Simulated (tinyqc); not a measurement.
What each parameter does: quaternary alloy A(x)B(1-x)C(y)D(1-y) matched to a substrate.

Q(x,y) = x y Q_AC + x (1 - y) Q_AD + (1 - x) y Q_BC + (1 - x)(1 - y) Q_BD for the lattice constant. Gap, rule 1: Q(x,y) - x (1 - x)[y C_ABC + (1 - y) C_ABD] - y (1 - y)[x C_ACD + (1 - x) C_BCD]. Rule 2 (mean of ternaries): {x (1 - x)[y T_ABC(x) + (1 - y) T_ABD(x)] + y (1 - y)[x T_ACD(y) + (1 - x) T_BCD(y)]}/{x (1 - x) + y (1 - y)}, T_ABC(x) = x E_AC + (1 - x) E_BC - C_ABC x (1 - x), T_ACD(y) = y E_AC + (1 - y) E_AD - C_ACD y (1 - y), and alike. Only the Gamma valley is followed.

Matching a(x,y) = a_s gives x = (a_s - y a_BC - (1 - y) a_BD)/(y (a_AC - a_BC) + (1 - y)(a_AD - a_BD)).

Inputs chosen for the exercise (AC, AD, BC, BD near GaAs, GaP, InAs and InP; substrate near GaAs; not measured data):
```
symbol  value                         unit      meaning
a       (5.657, 5.452, 6.058, 5.862)  angstrom  lattice constants of AC, AD, BC, BD
Eg      (1.54, 2.924, 0.419, 1.44)    eV        gaps at Gamma of AC, AD, BC, BD
Cb      (0.429, 0.569, 0.181, 0.102)  eV        bowing of ABC, ABD, ACD, BCD
a_s     5.657                         angstrom  substrate
y       0.17                                    fraction of C
```

x is matched anew each time.

Results for these values:
```
case       x  rule 1 (eV)  rule 2 (eV)
base  0.5834       1.9429       2.0048
```

What happens to each result for y = 0.18, all else kept?

Answer: x rises from 0.5834 to 0.5884; rule 1 falls from 1.9429 to 1.9373; rule 2 falls from 2.0048 to 2.0008.

The same for each parameter in turn:
```
case                                            x  rule 1 (eV)  rule 2 (eV)
base                                       0.5834       1.9429       2.0048
y = 0.18                                   0.5884       1.9373       2.0008
a_s = 5.653 angstrom                       0.5932       1.9576       2.0194
Cb = (0.515, 0.683, 0.217, 0.122) eV       0.5834       1.9122       1.9864
Eg = (1.59, 2.924, 0.419, 1.44) eV         0.5834       1.9478       2.0097
a = (5.667, 5.452, 6.058, 5.862) angstrom  0.5859       1.9465       2.0084
```

Computed by tinyqc, a small Python program: `OMP_NUM_THREADS=1 python tinyqc.py 1050054 1050055 out.jsonl` (the numbers bound the seed that draws the inputs); one thread of a shared host (Intel(R) Xeon(R) Processor @ 2.30GHz), about 0.01 s for the whole set of steps.
